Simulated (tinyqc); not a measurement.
Rutherford backscattering from a thin compound film on silicon: kinematics, yields, composition and thickness: one step, computed by the program tinyqc.

Singly charged helium ions (Z1 = 2, M1 = 4.0026 u) enter at the tilt angle a1 to the normal and leave at a2 = |180 - theta - tilt| in the same plane. The film is A B_x.

Question. Peak widths (surface approximation). Stopping per atom eps(E) = eps(2 MeV) (E/2 MeV)^(-0.4) (a law chosen for the exercise); Bragg rule eps_film = (eps_A + x eps_B)/(1 + x); areal density N d, with 1/nm^2 = 0.1 x 1e15/cm^2. Width of the signal of element i: [K_i eps(E0)/cos a1 + eps(K_i E0)/cos a2] N d; depth resolution = resolution x d/width of A; energy lost on the way in = eps(E0) N d/cos a1.

Inputs (values chosen for the exercise, modelled on a helium beam on HfO2): beam energy E0 = 1.9 MeV; scattering angle theta = 150 degrees; tilt of the sample = 0 degrees; heavy element: stopping eps_A at 2 MeV = 115 1e-15 eV cm^2; light element: stopping eps_B at 2 MeV = 35.2 1e-15 eV cm^2; atoms of B per atom of A, x = 2.06; atomic density of the film = 83.8 1/nm^3; film thickness d = 6.4 nm; detector resolution (FWHM) = 15 keV.

kinematic factors: A 0.9197066, B 0.3847955, Si 0.5852929

Give: areal density N d; film stopping at E0; widths; depth resolution; energy lost on the way in.

Answer.

areal density N d = 53.632 1e15 atoms/cm^2

film stopping at E0 = 62.55 1e-15 eV cm^2

widths (keV): A 7.091, B 6.967

depth resolution = 13.54 nm

energy lost on the way in = 3.355 keV

The film is thinner than the depth resolution, so only peak areas measure the thickness. Caution: the ions scattered from B leave near or below the stopping maximum (some 0.6 to 0.8 MeV), where the power law chosen here overstates the stopping and the width of B.
